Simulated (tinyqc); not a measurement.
Which single mass stands for the valley: donor in an ellipsoidal valley (Kohn-Luttinger variational method). Computed by tinyqc, a small Python program. Command: `OMP_NUM_THREADS=1 python tinyqc.py 3004380 3004381 out.jsonl kohnlutt walk`. One thread of a shared host (Intel(R) Xeon(R) Processor @ 2.30GHz), about 0.03 s of CPU time with the checks.

H = -(d^2/dx^2 + d^2/dy^2) - gamma d^2/dz^2 - 2/r in units built on m_t, with gamma = m_t/m_l and z along the valley axis. One valley; no valley-orbit or central-cell term.

Inputs (values chosen for the exercise, modelled on diamond): transverse mass m_t = 0.33 m_0; longitudinal mass m_l = 1.53 m_0; dielectric constant eps = 5.72.

Constants: Ry = 13.605693123 eV; a_0 = 0.529177210903 angstrom.

Method:
- Ry* = Ry m_t/eps^2, a* = a_0 eps/m_t, gamma = m_t/m_l.
- Trial function exp(-sqrt((x^2 + y^2)/a^2 + z^2/b^2)) with beta = b/a < 1: E = t/a^2 - u/a, t = (2 + gamma/beta^2)/3, u = 2 arcsin(sqrt(1 - beta^2))/sqrt(1 - beta^2); the best a is 2 t/u and E(beta) = -u^2/(4 t).
- Golden-section search on beta from 0.05 to 0.999, 60 steps.
- Gaussian basis: g = P exp(-al (x^2 + y^2) - be z^2) with P = 1 (s-like), z (2p0) or x (2p+-); al = 0.004 x 2.6^k, k = 0..11, and be/al = 1, gamma^(-1/2) or 1/gamma (36 functions); 1/r = (2/sqrt(pi)) int exp(-t^2 r^2) dt by 48 Gauss-Legendre points after t = sqrt(al_i + al_j) tan(theta); overlap eigenvalues below 1e-10 are dropped.
- A hydrogenic level is Ry m/eps^2 for one mass m; errors are against the Gaussian basis.

gamma = 0.215686

1s binding energy, Gaussian basis = 213.184 meV

1s binding energy, trial function = 212.912 meV

1s binding energy:
```
rule                                      mass (m_0)  binding (meV)  error (%)
transverse mass                               0.3300         137.23     -35.63
conductivity mass 3/(2/m_t + 1/m_l)           0.4468         185.80     -12.84
density-of-states mass (m_t^2 m_l)^(1/3)      0.5503         228.82       7.34
longitudinal mass                             1.5300         636.24     198.45
trial function with a and b                        -         212.91      -0.13
mass that fits 1s                             0.5127         213.18       0.00
```

What follows from these numbers?

The conductivity mass, which is what a spherical trial function (a = b) gives, falls short by 12.8 %, as a restricted variational bound must; the density-of-states mass is off by +7.3 %. The mass that fits lies between the two. Caution: a* is only a few bond lengths, so central-cell and valley-orbit terms are large. Caution: the short radius is only a few bond lengths, so the envelope approximation is rough.

Extremes, crossings and ranges named in words are read from the listed rows.
